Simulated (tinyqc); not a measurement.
## Resonant-tunnelling diode, transfer matrices and Tsu-Esaki current: current against voltage

Emitter (band edge 0), barrier d1, well Lw, barrier d2, spacer ds, collector (edge -V). The bias drops linearly over these layers and none in the contacts; each layer is cut into ns equal slices, flat at the value of their centres. E is the energy of motion across the layers, C = hbar^2/(2 m0), psi and psi'/m are continuous. Transport is coherent, T(E) is taken as independent of the transverse momentum, and charge in the well is ignored.

For the pair (psi, psi'/m) a flat layer has M = [[cos kd, (m/k) sin kd], [-(k/m) sin kd, cos kd]] with k = sqrt(m (E - U)/C) above its edge U, and M = [[cosh Kd, (m/K) sinh Kd], [(K/m) sinh Kd, cosh Kd]] with K = sqrt(m (U - E)/C) below it. Later slices stand to the left. With M acting on (psi, psi'/m) and v = k/m in each lead, T(E) = 4 vL vR/[(vL vR M12 - M21)^2 + (vR M11 + vL M22)^2]. J = J0 times the integral over E > 0 of T(E) N(E), N = ln[(1 + exp((Ef - E)/Vt))/(1 + exp((Ef - V - E)/Vt))], J0 = q^2 mw m0 kB T/(2 pi^2 hbar^3) (times 1e-4 for A/cm^2 per eV). The integral is converged to the digits shown.

Inputs (values chosen for the exercise); masses and offsets of a made-up heterostructure: temperature T = 77 K; mass in the well, spacer and contacts mw = 0.03 m0; barrier height U1 = 0.21 eV; barrier mass m1 = 0.067 m0; emitter barrier d1 = 4.8 nm; well width Lw = 12.2 nm; collector barrier d2 = 4.8 nm; slices in each layer ns = 2; undoped spacer after the collector barrier ds = 2.3 nm; Fermi energy of both contacts above their band edges Ef = 0.023 eV.

Constants: q = 1.602176634e-19 C, kB = 1.380649e-23 J/K, hbar = 1.054571817e-34 J s, m0 = 9.1093837015e-31 kg, Vt = kB T/q, hbar^2/(2 m0) = 0.0380998212 eV nm^2. Results are converted to the units shown.

Current against voltage:
```
V (V)  J (kA/cm^2)
0.007       0.3067
0.017       0.7679
0.028        1.357
0.038        1.922
0.048        2.379
0.058        2.511
0.068        1.834
0.078      0.05806
0.088      0.03230
0.098      0.02623
0.108      0.02464
0.118      0.02534
```

Among the rows the current peaks at 2.51 kA/cm^2 at V = 0.058 V and falls to 0.0246 kA/cm^2 at 0.108 V, a ratio of 102. At zero bias the resonance lies at 0.0336 eV and the centre of the well takes the share 0.452 of the bias, so the level should reach the emitter band edge near V = 0.0742 V; beyond that only the tail of the broadened level (width 0.349 meV at zero bias) and off-resonant tunnelling carry current. Without scattering and space charge the valley comes out far lower than in a real diode.

Computed by the program tinyqc: `OMP_NUM_THREADS=1 python tinyqc.py 2600025 2600026 out.jsonl`, one thread of a shared Intel Xeon 2.30GHz, about 0.1 s for the whole run.
